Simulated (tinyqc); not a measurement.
Round or elliptic silicon nanowire with anisotropic valleys (Ritz method): one step. Matrices of three even functions. Three cases, with inputs chosen for the exercise.

Question. Basis 1, u^2, v^2 times (1 - u^2 - v^2); form S and H for the chosen group.

Wire along x = [100] on a (001) wafer, y = [010], z = [001]. Valley groups, two valleys each (w = inverse masses): A, axis along z: w_y = 1/mt, w_z = 1/ml, m_x = mt; B, axis along y: w_y = 1/ml, w_z = 1/mt, m_x = mt; C, axis along x: w_y = w_z = 1/mt, m_x = ml.

Hard wall on the ellipse (y/a)^2 + (z/b)^2 = 1, c = hbar^2/2m0. With u = y/a, v = z/b the operator is -c [(w_y/a^2) d2/du2 + (w_z/b^2) d2/dv2] on the unit disc. Basis (1 - u^2 - v^2) u^i v^j; S, X and Y are the disc integrals of f f', (df/du)(df'/du) and (df/dv)(df'/dv), from the integral of u^p v^q = 2 Gamma((p+1)/2) Gamma((q+1)/2)/((p + q + 2) Gamma((p+q+2)/2)) for even p, q; H = c (w_y X/a^2 + w_z Y/b^2).

Constants: hbar^2/2m0 = 3.80998211 eV angstrom^2.

Case 1.

Values chosen (near those of a Si nanowire; not measured data): ml = 0.906 m0 (longitudinal mass); mt = 0.19 m0 (transverse mass); a = 23 angstrom (semi-axis along y); b = 42 angstrom (semi-axis along z); group = C (valley group worked out).

Case 2.

Values chosen (near those of a Si nanowire; not measured data): ml = 0.906 m0 (longitudinal mass); mt = 0.189 m0 (transverse mass); a = 18 angstrom (semi-axis along y); b = 19 angstrom (semi-axis along z); group = A (valley group worked out).

Case 3.

Values chosen (near those of a Si nanowire; not measured data): ml = 0.903 m0 (longitudinal mass); mt = 0.191 m0 (transverse mass); a = 34 angstrom (semi-axis along y); b = 34 angstrom (semi-axis along z); group = A (valley group worked out).

Give: S; H.

Answer.

Case 1.

S:
```
            1       u^2       v^2
1    1.047198  0.130900  0.130900
u^2  0.130900  0.039270  0.013090
v^2  0.130900  0.013090  0.039270
```

H (meV):
```
            1      u^2      v^2
1    154.7993  25.7999  25.7999
u^2   25.7999  29.5228   3.2250
v^2   25.7999   3.2250  15.6270
```

Case 2.

S:
```
            1       u^2       v^2
1    1.047198  0.130900  0.130900
u^2  0.130900  0.039270  0.013090
v^2  0.130900  0.013090  0.039270
```

H (meV):
```
            1      u^2      v^2
1    232.0600  38.6767  38.6767
u^2   38.6767  47.0810   4.8346
v^2   38.6767   4.8346  20.6031
```

Case 3.

S:
```
            1       u^2       v^2
1    1.047198  0.130900  0.130900
u^2  0.130900  0.039270  0.013090
v^2  0.130900  0.013090  0.039270
```

H (meV):
```
           1      u^2      v^2
1    65.6767  10.9461  10.9461
u^2  10.9461  13.1398   1.3683
v^2  10.9461   1.3683   6.0159
```

Computed by tinyqc, one run a case: `OMP_NUM_THREADS=1 python tinyqc.py N N+1 out.jsonl` with N = 1280295, 1280380, 1280762; one thread of a shared Intel(R) Xeon(R) Processor @ 2.30GHz, about 0.07 s a run at most.
